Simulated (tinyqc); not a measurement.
Two coupled magnetic layers: synthetic antiferromagnet, spin flop, exchange bias and magnetoresistance. Changing the spin polarisation P1. Computed by tinyqc, a small Python program. Command: `OMP_NUM_THREADS=1 python tinyqc.py 3023861 3023862 out.jsonl saf sweep`. One thread of a shared host (Intel(R) Xeon(R) Processor @ 2.30GHz), about 0.8 s of CPU time with the checks.

Moments lie in the plane at the angles p1, p2 from the field. Energy per area: E = J1 cos(p1 - p2) + J2 cos^2(p1 - p2) - B M_s (t1 cos p1 + t2 cos p2) + K (t1 sin^2 p1 + t2 sin^2 p2).

Inputs (values chosen for the exercise, for a model stack):

| quantity | value | unit |
|---|---|---|
| saturation magnetisation M_s | 1260 | kA/m |
| thickness t1 | 4.2 | nm |
| thickness t2 | 2.7 | nm |
| antiferromagnetic coupling J1 | 0.45 | mJ/m^2 |
| biquadratic coupling J2 | 0 | mJ/m^2 |
| in-plane anisotropy K | 0.54 | kJ/m^3 |
| field over the saturation field | 0.18 | - |
| spin polarisation P2 | 0.51 | - |
| resistance-area product, parallel | 11 | ohm micrometre^2 |

Field direction: along the easy axis.

Method:
- The parallel state is stable while the Hessian at p1 = p2 = 0 is positive: with c = J1 + 2 J2 and u = B M_s + 2K, (u t1 - c)(u t2 - c) > c^2, so B_sat M_s = c (1/t1 + 1/t2) - 2K. B_K = 2K/M_s.
- The lowest minimum of E over both angles (from five starts; of two mirror images the one with p1 >= 0, and for equal layers |p1| <= |p2|).
- Julliere: TMR = 2 P1 P2/(1 - P1 P2). Conductance G(theta) = G0 (1 + P1 P2 cos theta), so RA(theta) = RA_P (1 + P1 P2)/(1 + P1 P2 cos theta); theta = p2 for the layer next to the barrier.

One run for each value:

| spin polarisation P1 | TMR (%) | RA, antiparallel (ohm micrometre^2) |
|---|---|---|
| 0.20 | 22.7 | 13.50 |
| 0.31 | 37.6 | 15.13 |
| 0.41 | 52.9 | 16.82 |
| 0.52 | 72.2 | 18.94 |
| 0.63 | 94.7 | 21.41 |
| 0.74 | 121.2 | 24.34 |
| 0.84 | 149.9 | 27.49 |
| 0.95 | 188.0 | 31.68 |

Over the rows, TMR (%) rises from 22.7 to 188 (exponent d ln y / d ln x 1.1 between the first rows and 1.8 between the last); RA, antiparallel (ohm micrometre^2) rises from 13.5 to 31.7 (exponent d ln y / d ln x 0.26 between the first rows and 1.2 between the last).

Extremes, crossings and ranges named in words are read from the listed rows.
